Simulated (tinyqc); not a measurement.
What moves the Fermi level: gated graphene: carriers, quantum capacitance and optical conductivity.

Cones E = +/- hv |k|, four flavours, D(E) = 2|E|/(pi hv^2). n = (2/pi)(kT/hv)^2 F_1(mu/kT), p = (2/pi)(kT/hv)^2 F_1(-mu/kT), in 1/angstrom^2 (1e16 for 1/cm^2); F_1(eta) = integral_0^infinity x dx/(1 + exp(x - eta)). Cq/e^2 = d(n - p)/d mu = (2 kT/(pi hv^2)) ln(2 + 2 cosh(mu/kT)).

Gate: V = mu/e + e (n - p)/Cox with Cox/e^2 = k/(4 pi e2 t), t in angstrom, e2 = e^2/(4 pi eps0); 1/(eV angstrom^2) in C/e^2 equals 1602.176634 microfarad/cm^2; total 1/C = 1/Cox + 1/Cq.

Constants: kB = 8.617333262e-05 eV/K; e^2/(4 pi eps0) = 14.39964547 eV angstrom.

Values chosen for the exercise (Fermi velocity near that of graphene, gate dielectric near SiO2; not measured data):
- hv = 6.26 eV angstrom (hbar vF)
- T = 400 K
- k = 3.71 (dielectric constant of the gate layer)
- t = 10 nm (its thickness)
- V = 4.99 V (gate voltage from the neutrality point)

All results formed anew.

Results for these values:

| case | mu (eV) | n - p (1/cm^2) | C/Cox |
|---|---|---|---|
| base | 0.3370 | 9.540e+12 | 0.9639 |

What happens to each result for k = 4.45, all else kept?

Answer: mu rises from 0.3370 to 0.3688; n - p rises from 9.540e+12 to 1.136e+13; C/Cox falls from 0.9639 to 0.9606.

The same for each parameter in turn:

| case | mu (eV) | n - p (1/cm^2) | C/Cox |
|---|---|---|---|
| base | 0.3370 | 9.540e+12 | 0.9639 |
| V = 6.487 V | 0.3874 | 1.251e+13 | 0.9684 |
| t = 7 nm | 0.4019 | 1.344e+13 | 0.9571 |
| k = 4.45 | 0.3688 | 1.136e+13 | 0.9606 |
| hv = 6.89 eV angstrom | 0.3706 | 9.471e+12 | 0.9604 |
| T = 500 K | 0.3338 | 9.546e+12 | 0.9636 |

Program tinyqc; command `OMP_NUM_THREADS=1 python tinyqc.py 1680005 1680006 out.jsonl`; about 0.01 s on one thread of a shared Intel(R) Xeon(R) Processor @ 2.30GHz.
